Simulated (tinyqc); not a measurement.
Arrhenius plot: admittance spectroscopy and thermally stimulated current of one trap level in a depletion layer. Computed by tinyqc, a small Python program. Command: `OMP_NUM_THREADS=1 python tinyqc.py 3111116 3111117 out.jsonl admit walk`. One thread of a shared host (Intel(R) Xeon(R) Processor @ 2.30GHz), about 0.01 s of CPU time with the checks.

A Schottky junction on n-type material holds one donor-like electron trap; shallow donors are fully ionised and abrupt depletion edges are assumed.

Inputs (values chosen for the exercise, modelled on n-type GaN): density-of-states mass m = 0.197 m_0; shallow doping N = 6.3e+16 1/cm^3; trap depth E_t below the band = 0.354 eV; capture cross section sigma = 3.4e-14 cm^2; test frequency f = 50000 Hz.

Constants: k_B = 1.380649e-23 J/K; m_0 = 9.1093837015e-31 kg; h = 6.62607015e-34 J s; k_B = 8.617333262e-05 eV/K.

Method:
- N_c = 2 (2 pi m k_B T/h^2)^(3/2), v_th = sqrt(3 k_B T/m), emission rate e_n = sigma v_th N_c exp(-E_t/(k_B T)).
- Where the level crosses the Fermi level capture equals emission, so the trap follows the signal with the rate 2 e_n; G/omega peaks at omega = 2 e_n (the correction for large N_t/N is left out).
- Solve 2 e_n(T_p) = 2 pi f.
- T_p for 0.1, 0.3, 1, 3 and 10 f; least-squares lines of ln(e_n/T^2) and of ln(e_n) against 1/(k_B T), e_n = pi f; sigma = exp(intercept)/(v_th N_c/T^2).

peak temperature T_p = 256.328 K

Peaks:
```
f (Hz)  T_p (K)  1/(k_B T) (1/eV)  ln(e_n/T^2)  ln(e_n)
5000     227.12            51.093      -1.1891    9.662
15000    240.23            48.307      -0.2026   10.761
50000    256.33            45.272       0.8716   11.965
150000   272.90            42.523       1.8449   13.063
500000   293.54            39.534       2.9031   14.267
```

depth from e_n/T^2 = 0.354 eV

cross section from the intercept = 3.40e-14 cm^2

depth without the T^2 = 0.39833 eV

Leaving out T^2 adds 44 meV, near 2 k_B T_p = 44 meV.

Extremes, crossings and ranges named in words are read from the listed rows.
